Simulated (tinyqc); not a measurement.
Inputs raised by 5 %, one at a time: effective-mass impurity with a central-cell term, in a basis of Slater functions. Computed by tinyqc, a small Python program. Command: `OMP_NUM_THREADS=1 python tinyqc.py 3010491 3010492 out.jsonl centralcell sens`. One thread of a shared host (Intel(R) Xeon(R) Processor @ 2.30GHz), about 0.02 s of CPU time with the checks.

The envelope obeys H = -nabla^2 - (2/r) [Z + A exp(-kappa r)] in effective units, with kappa = a*/lambda; positive A deepens the well near the core.

Inputs (values chosen for the exercise, with mass and screening modelled on CdTe): effective mass m = 0.0976 m_0; dielectric constant eps = 10.1; charge Z of the core = 1; central-cell strength A = -1.8; central-cell range lambda = 2 angstrom.

Impurity: donor, one isotropic band.

Constants: Ry = 13.605693123 eV; a_0 = 0.529177210903 angstrom.

Method:
- Units: Ry* = Ry m/eps^2 and a* = a_0 eps/m, with m in m_0.
- kappa = a*/lambda; the hydrogenic ground state is bound by Z^2 Ry*.
- For s functions exp(-zeta r), with s = zeta_i + zeta_j: S = 2/s^3, T = zeta_i zeta_j S, V = -2 Z/s^2, W = -2 A/(s + kappa)^2; each function is normalised by dividing by sqrt(S_ii S_jj).
- Large basis: zeta_i = 0.06 x 1.6^(i-1), i = 1..22, same formulas; for p functions r exp(-zeta r): S = 24/s^5, T = zeta_i zeta_j S (centrifugal term included), V = -12 Z/s^4, W = -12 A/(s + kappa)^4; overlap eigenvalues below 1e-11 are dropped.
- Binding energies are -E Ry*; the effective quantum number is nu = Z/sqrt(-E); |psi(0)|^2 is given relative to the hydrogenic Z^3/(pi a*^3).

Runs:
```
input moved                             from       to  1s binding energy (meV)  2s binding energy (meV)  2p binding energy (meV)  a* (angstrom)
base run                                   -        -                   12.819                   3.2294                   3.2543         54.761
effective mass m (m_0)                0.0976  0.10248                   13.441                   3.3885                   3.4170         52.153
dielectric constant eps                 10.1   10.605                   11.642                   2.9310                   2.9517         57.499
central-cell strength A                 -1.8    -1.89                   12.809                   3.2282                   3.2543         54.761
central-cell range lambda (angstrom)       2      2.1                   12.801                   3.2271                   3.2543         54.761
```

Exponents ln(y'/y) / ln(x'/x):
```
input                      1s binding energy  2s binding energy  2p binding energy  a*
effective mass m                       0.971              0.986                  1  -1
dielectric constant eps               -1.974             -1.987                 -2   1
central-cell strength A               -0.015             -0.007                  0   0
central-cell range lambda             -0.029             -0.014                  0   0
```

To which inputs is each result most sensitive?

Among the inputs moved here: 1s binding energy answers most in size to dielectric constant eps (exponent -1.974), next to effective mass m (+0.971). Its exponent +0.971 in effective mass m: the central cell is a small correction. Its exponent -1.974 in dielectric constant eps: the central cell is a small correction. 2s binding energy answers most in size to dielectric constant eps (exponent -1.987), next to effective mass m (+0.986). 2p binding energy answers most in size to dielectric constant eps (exponent -2.000), next to effective mass m (+1.000); its exponent is below 0.0005 for central-cell strength A, central-cell range lambda. Its exponent +1.000 in effective mass m: a hydrogenic level scales as m/eps^2. Its exponent -2.000 in dielectric constant eps: a hydrogenic level scales as m/eps^2. a* answers most in size to effective mass m (exponent -1.000), and about equally to dielectric constant eps (+1.000); its exponent is below 0.0005 for central-cell strength A, central-cell range lambda. Its exponent -1.000 in effective mass m: a* = a_0 eps/m. Its exponent +1.000 in dielectric constant eps: a* = a_0 eps/m.
